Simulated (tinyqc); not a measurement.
Channels and transmission from two resistances.

Inverse problem. In a quantum Hall bar with M edge channels and a constriction of summed transmission Tc, the Hall resistance is R(2,6) = (h/q^2)/M and the longitudinal one across the constriction R(2,3) = (h/q^2)(1/Tc - 1/M). Find M and Tc.

Constants: q = 1.602176634e-19 C, h = 6.62607015e-34 J s. Results are converted to the units shown.

R(2,3) = 20.718174 kohm
R(2,6) = 6.4532019 kohm

Solution. M = (h/q^2)/R(2,6), and the sum of the two resistances is (h/q^2)/Tc.

M = 4
Tc = 0.950

tinyqc, about 0.01 s, one thread, Intel Xeon 2.30GHz (shared host): `OMP_NUM_THREADS=1 python tinyqc.py 2700002 2700003 out.jsonl`
